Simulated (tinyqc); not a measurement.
Hot electrons in a saturated n-channel MOSFET, lucky-electron model: effect of the resistance of the lightly doped drain.

Beyond pinch-off the lateral field grows as Esat cosh(y/l) over the velocity-saturated region (pseudo-two-dimensional model). Impact ionisation in this region gives the substrate current, which biases the body forward through Rsub. Currents are per width. Local-field laws: they overstate ionisation when the field peak is narrower than an energy relaxation length.

Cox = 3.9 eps0/tox, l = sqrt(3 tox xj), Esat = 2 vs/mu. Overdrive g = Vg - VT + kb Vb; Vdsat = g Esat L/(g + Esat L); Id = Cox vs (g - Vdsat); dV = Vd - Id Rd - Vdsat; Em = sqrt((dV/l)^2 + Esat^2); Isub = Id (Ai/Bi) l Em exp(-Bi/Em). Vb = Rsub Isub is solved self-consistently. Lifetime tau = (Hl/Id)(Isub/Id)^(-m); 1 year = 3.15576e7 s.

Inputs (values chosen for the exercise); values close to those of silicon n-channel devices: channel length L = 0.5 um; oxide thickness tox = 9.6 nm; junction depth xj = 160 nm; threshold VT = 0.62 V; effective mobility mu = 390 cm^2/(V s); saturation velocity vs = 8.4e6 cm/s; ionisation prefactor Ai = 2e6 1/cm; ionisation field Bi = 1.67 MV/cm; substrate resistance Rsub = 9600 ohm um; fall of VT per volt of forward body bias kb = 0.3; lifetime exponent m = 2.8; lifetime constant Hl = 12000 s uA/um; drain voltage Vd = 2.8 V; gate voltage Vg = 1.6 V.

Constants: eps0 = 8.8541878128e-14 F/cm where lengths are in cm. Results are converted to the units shown.

Effect of the resistance of the lightly doped drain:
```
Rd (ohm um)  Id (uA/um)  Em (MV/cm)  Isub (uA/um)    Isub/Id  tau (years)
0                93.154     0.31596        1.2120   0.013010      0.77780
150              93.131     0.31394        1.1635   0.012493      0.87166
300              93.110     0.31191        1.1164   0.011990      0.97811
500              93.082     0.30921        1.0558   0.011343       1.1429
800              93.042     0.30515       0.96945   0.010419       1.4502
1200             92.993     0.29976       0.86249  0.0092748       2.0099
1600             92.948     0.29437       0.76444  0.0082244       2.8154
```

As Rd goes from 0 to 1600 ohm um, Em falls from 0.316 to 0.294 MV/cm, Isub falls from 1.21 to 0.764 uA/um and tau rises from 0.778 to 2.82 years. From the first row to the last, log10(tau) changes by 0.56: 0.56 from (Isub/Id)^(-m), which holds Em and l, and under 0.005 from 1/Id. The price is 0.149 V dropped over Rd in the last row.

tinyqc, about 0.01 s, one thread, Intel Xeon 2.30GHz (shared host): `OMP_NUM_THREADS=1 python tinyqc.py 2550170 2550171 out.jsonl`
